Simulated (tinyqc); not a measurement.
What each parameter does: finite square well with mass mismatch (envelope functions).

A square well of width L and depth V0, mass mw inside and mb outside, energies from the bottom of the well, c = hbar^2/2m0. k = sqrt(mw E/c), kappa = sqrt(mb (V0 - E)/c). psi and psi'/m are continuous at the walls (BenDaniel-Duke), so level n solves k L + 2 atan[(k/mw)/(kappa/mb)] = n pi.

Constants: hbar^2/2m0 = 3.80998211 eV angstrom^2.

Parameters, chosen for this exercise (near those of a non-polar GaN well in AlGaN; not measured data): L = 20 angstrom (well width); V0 = 0.615 eV (barrier height); mw = 0.198 m0 (mass in the well); mb = 0.249 m0 (mass in the barrier).

Parabolic bands. Pb is the probability of level 1 in the barriers, (A^2/kappa)/(A^2/kappa + L/2 + sin(kL)/(2k)) with A = cos(kL/2).

One parameter was then changed.

Results before and after:

| case | E1 (eV) | bound levels | Pb | V0 - E1 (eV) |
|---|---|---|---|---|
| base | 0.1753 | 2 | 0.1165 | 0.4397 |
| changed | 0.1869 | 2 | 0.1221 | 0.4281 |

Which of these changes was made? (a) V0 = 0.707 eV; (b) mb = 0.1992 m0; (c) L = 18 angstrom; (d) mw = 0.1782 m0.

Answer: (b) mb = 0.1992 m0. Of the candidates, run in turn, only this one gives the changed row.

All candidates:

| case | E1 (eV) | bound levels | Pb | V0 - E1 (eV) |
|---|---|---|---|---|
| base | 0.1753 | 2 | 0.1165 | 0.4397 |
| L = 18 angstrom | 0.1980 | 2 | 0.1412 | 0.4170 |
| V0 = 0.707 eV | 0.1854 | 2 | 0.1021 | 0.5216 |
| mw = 0.1782 m0 | 0.1807 | 2 | 0.1252 | 0.4343 |
| mb = 0.1992 m0 | 0.1869 | 2 | 0.1221 | 0.4281 |

tinyqc: `OMP_NUM_THREADS=1 python tinyqc.py 1282631 1282632 out.jsonl`; about 0.01 s, one thread, shared Intel(R) Xeon(R) Processor @ 2.30GHz.
